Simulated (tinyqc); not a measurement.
Donors on two lattice sites with valley-orbit split states: sweeps and comparisons. A value that a table varies takes the place of the one given here.

Each donor binds at most one electron, in any of its states. For a site s, W_s = sum over its states of g exp(E/kT), and the ionised share is 1/(1 + W_s exp(eta)), eta = (EF - Ec)/kT; n = Nc F_1/2(eta); neutrality n + NA = ND x (mean ionised share, the two sites in equal numbers); holes are neglected. Nc from N = 2 (m kB T/(4 pi c))^(3/2) with c = hbar^2/2m0, in 1/angstrom^3; times 1e24 for 1/cm^3, m = md. F_j(eta) = (1/Gamma(j + 1)) integral_0^infinity x^j dx/(1 + exp(x - eta)), which tends to exp(eta) for eta << 0.

Mobility (Caughey-Thomas form): mu = mu0 + (mu1 (T/300)^(-ga) - mu0)/(1 + ((ND + NA)/Nr)^de); rho = 1/(e n mu), e = 1.602176634e-19 C.

Constants: hbar^2/2m0 = 3.80998211 eV angstrom^2; kB = 8.617333262e-05 eV/K.

Inputs chosen for the exercise (near those of nitrogen in 4H-SiC; shifted at random, so the results belong to these values and not to a real crystal): md = 0.801 m0 (density-of-states mass of the conduction band); E = (57.8, 49.7, 130.4, 85) meV (binding energies of h ground, h excited, k ground, k excited); g = (2, 4, 2, 4) (their degeneracies with spin); ND = 2.2e+18 1/cm^3 (donors, half on each site); NA = 0 1/cm^3 (compensating acceptors, all ionised); T = 225 K; mu0 = 37 cm^2/(V s) (mobility at heavy doping); mu1 = 965 cm^2/(V s) (mobility at light doping and 300 K); Nr = 2.1e+17 1/cm^3 (reference doping); de = 0.61 (doping exponent); ga = 2.4 (temperature exponent).

## What the excited states change

The last columns keep only the ground state of each site (g = 2).

Results:
```
T (K)  effective degeneracy, h site    eta  n (1/cm^3)  n, ground states only  ratio
40                             2.38  -8.70    1.45e+14               1.59e+14  0.916
60                             2.84  -6.30    2.95e+15               3.51e+15  0.840
80                             3.24  -5.19    1.38e+16               1.75e+16  0.788
110                            3.70  -4.37    5.04e+16               6.79e+16  0.742
150                            4.14  -3.88    1.31e+17               1.82e+17  0.717
200                            4.50  -3.63    2.58e+17               3.59e+17  0.718
250                            4.75  -3.53    3.97e+17               5.39e+17  0.737
300                            4.92  -3.50    5.40e+17               7.11e+17  0.759
400                            5.16  -3.51    8.20e+17               1.04e+18  0.792
500                            5.31  -3.58    1.07e+18               1.32e+18  0.811
```

The effective degeneracy grows from 2.38 to 5.31. Excited states hold electrons back, so the ratio is never above 1; it is lowest, 0.717, at 150 K of those listed, and 0.759 at 300 K. At low T the excited states empty out, and at high T more donors are ionised (n is 49 % of ND - NA in the last row), so the effect is largest in between.

## Ionisation and resistivity against doping

NA = 0.

Results:
```
ND (1/cm^3)  n (1/cm^3)   n/ND  mu (cm^2/(V s))  rho (ohm cm)  rho at full ionisation
1.0e+14        9.91e+13  0.991             1907          33.0                    32.7
1.0e+15        9.28e+14  0.928             1855          3.62                    3.36
1.0e+16        7.02e+15  0.702             1670         0.533                   0.374
3.0e+16        1.71e+16  0.569             1483         0.246                   0.140
1.0e+17        4.33e+16  0.433             1191         0.121                  0.0524
3.0e+17        9.48e+16  0.316              879        0.0749                  0.0237
1.0e+18        2.05e+17  0.205              563        0.0541                  0.0111
2.0e+18        3.09e+17  0.155              418        0.0483                 0.00747
```

From 1e16 to 1e18 1/cm^3 rho falls by a factor 9.85, not 100: the mobility takes a factor 2.97 and incomplete ionisation 3.42. n/ND is below 0.9 from 1e+16 1/cm^3 on. Near 1e19 1/cm^3 and above the levels merge with the band, and already below that screening lowers the binding energy, so the last rows understate n.

## Compensation sets the slope of the freeze-out

NA = K ND. The slope energy is -d ln(n T^(-p))/d(1/kT) between 50 and 60 K, with p = 3/4 for K = 0 and p = 3/2 otherwise.

Results:
```
K       n(50 K) (1/cm^3)  n(60 K) (1/cm^3)  slope energy (meV)
0               8.77e+14          2.95e+15               27.80
0.0010          3.06e+14          2.04e+15               42.00
0.010           3.42e+13          3.82e+14               55.25
0.050           6.30e+12          7.13e+13               55.65
0.20            1.05e+12          1.19e+13               55.67
0.50            1.75e+08          8.43e+09               93.03
```

Without acceptors the slope is 27.80 meV, against half the h-site ground-state energy, 28.90; with K = 0.05 it is 55.65 meV, against the full 57.8. The full energy (less a few meV where excited levels lie within a few kT) shows where n is far below NA, since the acceptors then hold EF near the donor level: n(60 K)/NA is 0.93 for K = 0.001 and 0.00065 for K = 0.05; where it is not small, the slope falls short of the full energy. At K = 0.5 the acceptors have taken as many electrons as there are h sites, EF sits between the two levels, and the slope is 93.0 meV against their mean of 94.1.

## What moves the carrier density

All results formed anew. Each row changes one parameter from the base and keeps the others.

Results:
```
case                                eta  n (1/cm^3)  rho (ohm cm)
base                             -3.567   3.266e+17       0.04769
E = (62.8, 49.7, 130.4, 85) meV  -3.614   3.118e+17       0.04997
md = 0.881 m0                    -3.650   3.470e+17       0.04489
ND = 4.4e+18 1/cm^3              -3.173   4.822e+17       0.04430
NA = 2.2e+17 1/cm^3              -3.983   2.162e+17       0.07520
T = 255 K                        -3.525   4.111e+17       0.04987
Nr = 4.2e+17 1/cm^3              -3.567   3.266e+17       0.03532
```

The largest shifts from the base row, up to three for each result and ties (the steps differ in size, so this ranks the rows, not the parameters). eta: NA -0.416, ND +0.394, md -0.083; unchanged at the printed digits by Nr. n (1/cm^3): ND +1.56e+17, NA -1.10e+17, T +8.44e+16; unchanged at the printed digits by Nr. rho (ohm cm): NA +0.0275, Nr -0.0124, ND -0.00339.

Program tinyqc; command `OMP_NUM_THREADS=1 python tinyqc.py 1650830 1650831 out.jsonl`; about 0.01 s on one thread of a shared Intel(R) Xeon(R) Processor @ 2.30GHz.
